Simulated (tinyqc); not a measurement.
Precursor delivery by bubblers, mass-transport growth and the solid composition of a III-V alloy: one step, computed by the program tinyqc.

1 sccm = 44.615 micromol/min; 1 torr = 133.322 Pa. The sources decompose fully at the surface.

Question. Solid composition. At high V/III the group-V pressures at the surface equal those supplied, as dimers: p_D2/p_C2 = x_v/(1 - x_v). Equilibrium of the solid AC(1-x)D(x), A standing for the mix of both group-III metals: ln[x/(1 - x)] + L0 (1 - 2x)/(R T) = -dG_x/(R T) + (1/2) ln[x_v/(1 - x_v)]. Growth rate = rate per torr x (p_1 + p_2). Sensitivity dx/dx_v = [1/(2 x_v (1 - x_v))]/[1/(x (1 - x)) - 2 L0/(R T)].

Inputs (values chosen for the exercise, modelled on triethylgallium (source 1) and trimethylindium (source 2) for the vapour pressures): bath temperature T1 = 290 K; bath temperature T2 = 306 K; growth temperature T = 910 K; flow cross-section A = 21 cm^2; interaction L0 of the solid = 7.18 kJ/mol; vapour fraction x_v of D among the group-V sources = 0.61; exchange energy dG_x of AC + (1/2) D2 -> AD + (1/2) C2 = 17 kJ/mol.

Alloy: mixing on the group-V sites.

growth rate per torr of group III = 197.1101 micrometre/(h torr)

p_1 = 0.00465328 torr

p_2 = 0.005234091 torr

Constants: R = 8.314462618 J/(mol K).

Give: solid fraction x; distribution coefficient x/x_v; dx/dx_v; growth rate.

Answer.

solid fraction x = 0.053639

distribution coefficient x/x_v = 0.087933

dx/dx_v = 0.11806

growth rate = 1.9489 micrometre/h

The solid is poorer in D than the vapour. The growth rate is set by group III alone. Caution: the boundary layer is a quarter or more of the root of the cross-section, so it fills much of the channel and depletion along the flow matters.
